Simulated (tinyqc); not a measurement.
Comparisons within one model: two-band k.p model of the X valleys of a zinc-blende crystal. A value that a table varies takes the place of the one given here.

k along the valley axis, counted from X, c = hbar^2/2m0, e = c k^2/ml. H = [[e - D/2, i P k], [-i P k, e + D/2]] with P^2 = D0 c/ml, so E = e -/+ sqrt(D^2/4 + D0 e). For D = 0 (diamond lattice) the bands cross at X.

With x = D/D0: for x < 1 the minima lie at k_m = sqrt(ml D0 (1 - x^2)/(4 c)), the hump at X has the height dE = (D0/4)(1 - x)^2 and the mass at the minimum is ml/(1 - x^2); the mass at X is ml/(1 - 1/x), negative for x < 1. For x > 1 the minimum is at X.

Thermal masses along the axis for one X point, lower band, E from the minimum, on 1601 points from -0.8 to 0.8 1/angstrom: density-of-states mass m_d = c I^2/(pi kT), I = integral of exp(-E/kT) dk; conductivity mass m_c = 2 c kT/<(dE/dk)^2> with central differences.

Constants: hbar^2/2m0 = 3.80998211 eV angstrom^2; kB = 8.617333262e-05 eV/K.

Inputs chosen for the exercise (of the order of those of GaP; not measured data): D0 = 0.491 eV (coupling energy); ml = 0.939 m0 (mass along the axis from remote bands); D = 0.387 eV (splitting of the two conduction levels at X); T = 77 K (temperature).

## From the diamond lattice to a polar crystal

D is varied at fixed D0 and ml.

Results:

| x | D (eV) | k_m (1/angstrom) | dE (meV) | mass at the minimum |
|---|---|---|---|---|
| 0.00 | 0.000 | 0.1739 | 122.75 | 0.939 |
| 0.30 | 0.147 | 0.1659 | 60.15 | 1.032 |
| 0.60 | 0.295 | 0.1391 | 19.64 | 1.467 |
| 0.80 | 0.393 | 0.1044 | 4.91 | 2.608 |
| 0.90 | 0.442 | 0.0758 | 1.23 | 4.942 |
| 1.10 | 0.540 | 0.0000 | 0.00 | 10.329 |
| 1.30 | 0.638 | 0.0000 | 0.00 | 4.069 |
| 2.00 | 0.982 | 0.0000 | 0.00 | 1.878 |
| 4.00 | 1.964 | 0.0000 | 0.00 | 1.252 |

At D = 0 the minima lie 0.1739 1/angstrom from X under a cusp of D0/4 = 123 meV, the pattern of silicon. The hump shrinks as (1 - x)^2, faster than k_m, so at x = 0.9 it is only 1.23 meV although k_m is still 44 % of its first value. The mass diverges at x = 1 from both sides (4.94 at 0.9, 10.33 at 1.1), where the band is quartic.

## Temperature

Thermal masses against T.

Results:

| T (K) | kT (meV) | m_d | m_c |
|---|---|---|---|
| 10 | 0.86 | 10.512 | 2.680 |
| 20 | 1.72 | 11.368 | 2.986 |
| 50 | 4.31 | 11.945 | 3.542 |
| 100 | 8.62 | 10.466 | 3.577 |
| 200 | 17.23 | 8.117 | 3.213 |
| 300 | 25.85 | 6.793 | 2.922 |
| 500 | 43.09 | 5.376 | 2.556 |

m_d goes from 10.512 to 5.376 and m_c goes from 2.680 to 2.556; m_d peaks in between, at 11.945 for 50 K among these rows; m_c peaks in between, at 3.577 for 100 K among these rows. The limits are 4 x 2.479 and 2.479 for kT far below dE = 5.51 meV, and ml = 0.939 for both at kT far above D0; near kT = dE the flat region between the minima can push both above the first limit. No single longitudinal mass describes such a valley, so values from cyclotron resonance, donor spectra and carrier densities differ.

## What each parameter does

Shape of the lower band and thermal masses. Each row changes one parameter from the base and keeps the others.

Results:

| case | k_m (1/angstrom) | dE (meV) | m_d (m0) | m_c (m0) |
|---|---|---|---|---|
| base | 0.1070 | 5.507 | 11.198 | 3.620 |
| D = 0.3986 eV | 0.1016 | 4.347 | 11.785 | 3.939 |
| D0 = 0.5057 eV | 0.1136 | 6.965 | 10.612 | 3.309 |
| ml = 0.9108 m0 | 0.1054 | 5.507 | 10.862 | 3.512 |
| T = 74.69 K | 0.1070 | 5.507 | 11.272 | 3.621 |

The largest shifts from the base row, up to three for each result and ties (the steps differ in size, so this ranks the rows, not the parameters). k_m (1/angstrom): D0 +0.0066, D -0.0055, ml -0.0016; unchanged at the printed digits by T. dE (meV): D0 +1.458, D -1.160; unchanged at the printed digits by ml and T. m_d (m0): D +0.587, D0 -0.586, ml -0.336. m_c (m0): D +0.319, D0 -0.311, ml -0.109.

tinyqc: `OMP_NUM_THREADS=1 python tinyqc.py 1880963 1880964 out.jsonl`; about 0.01 s, one thread, shared Intel(R) Xeon(R) Processor @ 2.30GHz.
